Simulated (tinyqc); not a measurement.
Born-Oppenheimer dynamics on the RHF/3-21g surface (energies and gradients from PySCF), for H2, spin multiplicity 1, step by step. Computed by tinyqc, a small Python program that keeps every step (integrals from PySCF). Settings: charge = 0, multiplicity = 1, basis = 3-21g, time step (fs) = 0.5, steps = 16. Command: `OMP_NUM_THREADS=1 python tinyqc.py 27054 27055 out.jsonl` (the two numbers bound the seeds that draw the settings). One thread of a shared host (Intel(R) Xeon(R) Processor @ 2.60GHz), about 0.7 s of CPU time with the checks.

positions (bohr):
```
           x         y         z
1H  0.000000  0.000000  0.000000
2H  0.000000  0.000000  1.233991
```

The total energy should stay constant up to terms of order dt^2; the step counts as short enough if it moves by less than 2 % of the largest kinetic energy.

Trajectory:

| time (fs) | 1H-2H (angstrom) | potential (hartree) | kinetic (hartree) | total (hartree) |
|---|---|---|---|---|
| 0.000000 | 0.653000 | -1.11704044 | 0.00062873 | -1.11641172 |
| 0.500000 | 0.656432 | -1.11756942 | 0.00111503 | -1.11645439 |
| 1.000000 | 0.679563 | -1.12041788 | 0.00376552 | -1.11665236 |
| 1.500000 | 0.715571 | -1.12267471 | 0.00592547 | -1.11674924 |
| 2.000000 | 0.755652 | -1.12265302 | 0.00595046 | -1.11670256 |
| 2.500000 | 0.792093 | -1.12080538 | 0.00419986 | -1.11660552 |
| 3.000000 | 0.819391 | -1.11850753 | 0.00198192 | -1.11652561 |
| 3.500000 | 0.834192 | -1.11698598 | 0.00050218 | -1.11648380 |
| 4.000000 | 0.834909 | -1.11690773 | 0.00042590 | -1.11648183 |
| 4.500000 | 0.821471 | -1.11830469 | 0.00178507 | -1.11651962 |
| 5.000000 | 0.795303 | -1.12057239 | 0.00397625 | -1.11659614 |
| 5.500000 | 0.759566 | -1.12253036 | 0.00583679 | -1.11669357 |
| 6.000000 | 0.719536 | -1.12278156 | 0.00603178 | -1.11674978 |
| 6.500000 | 0.682725 | -1.12071633 | 0.00404694 | -1.11666939 |
| 7.000000 | 0.657936 | -1.11779204 | 0.00132019 | -1.11647185 |
| 7.500000 | 0.652370 | -1.11694021 | 0.00053677 | -1.11640344 |
| 8.000000 | 0.667808 | -1.11912125 | 0.00255178 | -1.11656946 |

Is the time step short enough?

No. The total energy moves within 3.5e-04 hartree; that is over 2 % of the largest kinetic energy, so the time step is too long.
